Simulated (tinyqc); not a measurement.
On-chip interconnect, size-dependent resistivity and RC delay: two steps of the calculation.

A rectangular line between two neighbours and two ground planes. Surface and grain-boundary scattering are added to the bulk resistivity as corrections; capacitances are parallel-plate values without fringing; inductance is ignored.

Values chosen for this exercise; metal values close to those of tungsten:
```
symbol  value     unit                                             meaning
rho0     5.18  uohm cm                                    bulk resistivity
lam      15.6       nm                                 bulk mean free path
ps        0.5                         specular share of surface scattering
Rg       0.46                   reflection coefficient of grain boundaries
gr        1.5                              grain size over the metal width
wd         72       nm                                    drawn line width
AR        1.8                              aspect ratio, height over width
tl        1.1       nm  liner on both walls and the bottom, not conducting
sp         86       nm                     space to the neighbouring lines
hd         77       nm     dielectric height to the planes above and below
ek        2.5                      relative permittivity of the dielectric
Mf          2                              Miller factor of the neighbours
Rd        750      ohm                                   driver resistance
dt        7.3       ps                                           time step
```

Constants: eps0 = 8.8541878128e-12 F/m. Results are converted to the units shown.

Task 1. Resistivity, resistance and capacitance per length. Metal width x = wd - 2 tl, height y = AR wd - tl; grain boundaries (Mayadas-Shatzkes): al = (lam/(gr x)) Rg/(1 - Rg), g = 1/[1 - 3 al/2 + 3 al^2 - 3 al^3 ln(1 + 1/al)] - 1; surfaces (Fuchs-Sondheimer, thick limit): s = (3/8) lam (1 - ps)(1/x + 1/y); rho = rho0 (1 + g + s); r = rho/(x y); c = eps0 ek (2 wd/hd + 2 Mf AR wd/sp).

Wanted: x; y; al; g; s; rho; r; c.

Result 1.

x = 69.80 nm
y = 128.5 nm
al = 0.1269
g = 0.1841
s = 0.06467
rho = 6.468 uohm cm
r = 7.212 ohm/um
c = 0.1748 fF/um

Task 2. Node voltages after a time step. A 1 V step is applied behind Rd at t = 0. C dv/dt = -G v + b, with G the conductance matrix of the ladder (1/Rs between neighbours, 1/Rd added at node 0) and b = (1 V/Rd, 0, ...). Backward Euler step: (C/dt + G) v(new) = (C/dt) v + b.

Rs = 123.62997 ohm

```
node	C (fF)	v at t = 1 dt (V)
0	1.4985150	0.44117315
1	2.9970301	0.36025237
2	2.9970301	0.29761675
3	2.9970301	0.25008713
4	2.9970301	0.21525106
5	2.9970301	0.19134039
6	2.9970301	0.17714150
7	1.7885150	0.17193370
```

Wanted: v at t = 2 dt.

Result 2.

v at t = 2 dt, node 0 to 7 (V): 0.5983  0.5360  0.4827  0.4388  0.4045  0.3797  0.3645  0.3589

tinyqc, about 0.01 s, one thread, Intel Xeon 2.30GHz (shared host): `OMP_NUM_THREADS=1 python tinyqc.py 2100089 2100090 out.jsonl`
